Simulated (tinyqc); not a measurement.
What each parameter does: hydrogenic donor in a hard-walled well (variational).

Trial function cos(pi z/L) exp(-r/lam), r measured from the donor at zi, walls at +/- L/2, one eps everywhere. Counted from the lowest subband, E(lam) = c/(m lam^2) - (q/eps) I0/I1, with I0 the integral of cos^2(pi z/L) exp(-2|z - zi|/lam) over the well and I1 the same with the factor (|z - zi| + lam/2); c = hbar^2/2m0, q = e^2/(4 pi eps0). The binding energy is -E at the minimum.

Constants: hbar^2/2m0 = 3.80998211 eV angstrom^2; e^2/(4 pi eps0) = 14.39964547 eV angstrom; Ry = 13.60569312 eV.

Values chosen for the exercise (near those of GaN; the results hold for these values, not for the real material):
- m = 0.206 m0 (mass)
- eps = 9.2 (dielectric constant)
- L = 59 angstrom (well width)
- zi = 3 angstrom (position of the donor from the centre)

The minimum over lam; Ry* = Ry m/eps^2.

One parameter was then changed.

Results before and after:

| case | binding (meV) | lam (angstrom) | binding/Ry* |
|---|---|---|---|
| base | 53.44 | 23.3 | 1.614 |
| changed | 60.00 | 20.0 | 1.511 |

Which of these changes was made? (a) eps = 8.3; (b) m = 0.247 m0; (c) L = 77 angstrom; (d) zi = 2 angstrom.
Answer: (b) m = 0.247 m0. Of the candidates, run in turn, only this one gives the changed row.

All candidates:

| case | binding (meV) | lam (angstrom) | binding/Ry* |
|---|---|---|---|
| base | 53.44 | 23.3 | 1.614 |
| m = 0.247 m0 | 60.00 | 20.0 | 1.511 |
| eps = 8.3 | 63.25 | 21.4 | 1.555 |
| L = 77 angstrom | 48.73 | 24.3 | 1.472 |
| zi = 2 angstrom | 53.73 | 23.3 | 1.622 |

Computed by tinyqc, a small Python program: `OMP_NUM_THREADS=1 python tinyqc.py 1281377 1281378 out.jsonl` (the numbers bound the seed that draws the inputs); one thread of a shared host (Intel(R) Xeon(R) Processor @ 2.30GHz), about 0.06 s for the whole set of steps.
